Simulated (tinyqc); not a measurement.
Convergence with cell size: Koster-Slater impurity in a tight-binding band, by Green functions and by supercells. Computed by tinyqc, a small Python program. Command: `OMP_NUM_THREADS=1 python tinyqc.py 3005066 3005067 out.jsonl kosterslater walk`. One thread of a shared host (Intel(R) Xeon(R) Processor @ 2.30GHz), about 0.02 s of CPU time with the checks.

One orbital per site, e(k) = -2 t sum cos(k_i) over 1 direction(s), band from -2 t to 2 t, lattice constant 1. One site has the extra energy U. Spin is left out.

Inputs (values chosen for the exercise, for a model band): hopping t = 0.66 eV; impurity potential U = -0.282 eV.

Lattice: chain.

Method:
- Outside the band G0(E) = sign(E)/sqrt(E^2 - 4 t^2).
- A bound state solves 1/U = G0(E).
- Bisection in ln(distance from the edge) between 1e-5 t and |U| + t. Weight on the impurity site: -1/(U^2 dG0/dE), by a central difference with step min(1e-4 t, distance/30). Decay length along an axis: 1/arccosh(1 + distance/(2 t)).
- In a periodic cell of N sites along each direction with Bloch vector K, the level solves 1/U = N^-d sum_k 1/(E - e(k)), k_i = (2 pi m_i + K_i)/N, m_i = 0..N-1; the outermost root on the side of U is taken (bisection). d is the number of directions. Gamma means K_i = 0, the zone corner K_i = pi, the quarter point K_i = pi/2.
- Even N; errors against the isolated level E_b, set to 0 below 1e-6 t.

level E_b = -1.34979 eV

decay length = 4.71601 sites

Error of the level (eV):

| N | sites | Gamma | corner | quarter point |
|---|---|---|---|---|
| 4 | 4 | -0.050930 | 2.6482e-01 | 4.6804e-02 |
| 6 | 6 | -0.028554 | 1.0047e-01 | 1.3671e-02 |
| 8 | 8 | -0.017702 | 4.6804e-02 | 4.8448e-03 |
| 12 | 12 | -0.007647 | 1.3671e-02 | 7.6564e-04 |
| 16 | 16 | -0.003459 | 4.8448e-03 | 1.3492e-04 |
| 24 | 24 | -0.000693 | 7.6564e-04 | 4.4799e-06 |

What does the comparison show, and why?

The error at Gamma falls exponentially, between the last two resolved rows by exp(-0.201) per site against 1/(decay length) = 0.212. Gamma and the corner err in opposite directions. Among the sizes listed an error below 1 meV is first reached at N = 24 at Gamma; at the quarter point N = 12 is enough.

Extremes, crossings and ranges named in words are read from the listed rows.
